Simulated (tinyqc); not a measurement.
Inside a calculation. Method: one-electron ion in a basis of Gaussians. One step of it, computed by the program tinyqc.

Task: Matrices over normalised Gaussians. With p = a_i + a_j and I(k) = Gamma((k+1)/2) / (2 p^((k+1)/2)): S = I(2l+2), T = (2l+3) a_i a_j S / p, V = -Z I(2l+1), each divided by sqrt(S_ii S_jj).

exponents of r^l exp(-a r^2) (1/bohr^2): 2.044000  8.897000  38.720000  168.500000  733.600000  3193.000000  13900.000000

Z = 5

l = 0

Give: S; T; V.

Result:

S:
```
       1      2      3      4      5      6      7
1  1.000  0.688  0.288  0.102  0.034  0.011  0.004
2  0.688  1.000  0.688  0.288  0.102  0.034  0.011
3  0.288  0.688  1.000  0.688  0.288  0.102  0.034
4  0.102  0.288  0.688  1.000  0.688  0.288  0.101
5  0.034  0.102  0.288  0.688  1.000  0.688  0.288
6  0.011  0.034  0.102  0.288  0.688  1.000  0.688
7  0.004  0.011  0.034  0.101  0.288  0.688  1.000
```

T (hartree):
```
       1       2       3        4         5         6          7
1  3.066   3.432   1.680    0.615     0.209     0.070      0.023
2  3.432  13.345  14.939    7.312     2.677     0.909      0.303
3  1.680  14.939  58.080   65.017    31.814    11.650      3.956
4  0.615   7.312  65.017  252.750   282.900   138.430     50.684
5  0.209   2.677  31.814  282.900  1100.400  1231.761    602.723
6  0.070   0.909  11.650  138.430  1231.761  4789.500   5360.984
7  0.023   0.303   3.956   50.684   602.723  5360.984  20850.000
```

V (hartree):
```
         1        2        3         4         5         6         7
1  -11.407  -12.844  -10.387    -7.481    -5.227    -3.627    -2.512
2  -12.844  -23.799  -26.797   -21.672   -15.606   -10.905    -7.566
3  -10.387  -26.797  -49.649   -55.904   -45.208   -32.556   -22.749
4   -7.481  -21.672  -55.904  -103.571  -116.616   -94.305   -67.910
5   -5.227  -15.606  -45.208  -116.616  -216.107  -243.331  -196.777
6   -3.627  -10.905  -32.556   -94.305  -243.331  -450.858  -507.647
7   -2.512   -7.566  -22.749   -67.910  -196.777  -507.647  -940.692
```
